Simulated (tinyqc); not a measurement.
MOSFET in saturation, small-signal circuit and noise: one step of the calculation.

Bias by the inversion coefficient IC = I/Ispec (charge-based model with velocity saturation; weak inversion below 0.1, strong above 10). Common-source circuit: gm, gds, Cgs, Cgd and Cj at the inner nodes, Rg in series with the gate; quasi-static, no source or drain resistance, no gate-body capacitance, no substrate network, no induced gate noise, so fmax is an upper estimate.

Task. Current, transconductance and gain. Ispec = 2 n mu Cox (W/L) Vt^2, lc = Ls/L, gms = [sqrt((lc IC + 1)^2 + 4 IC) - 1]/[2 + lc (lc IC + 1)], gm = gms Ispec/(n Vt), gds = sg gm.

Inputs (values chosen for the exercise): temperature T = 300 K; gate length L = 28 nm; total gate width W = 20 um; gate capacitance Cox = 0.85 uF/cm^2; mobility mu = 130 cm^2/(V s); slope factor n = 1.18; velocity-saturation length Ls = 15 nm; ratio gds/gm sg = 0.12; inversion coefficient IC = 3.5.

Constants: q = 1.602176634e-19 C, kB = 1.380649e-23 J/K, Vt = kB T/q. Results are converted to the units shown.

Give: Ispec; I; gms; gm; gds; gm/I.

Result.

Ispec = 124.49 uA
I = 435.72 uA
gms = 1.0504
gm = 4.2867 mS
gds = 0.51440 mS
gm/I = 9.8382 1/V

tinyqc, about 0.01 s, one thread, Intel Xeon 2.30GHz (shared host): `OMP_NUM_THREADS=1 python tinyqc.py 2150039 2150040 out.jsonl`
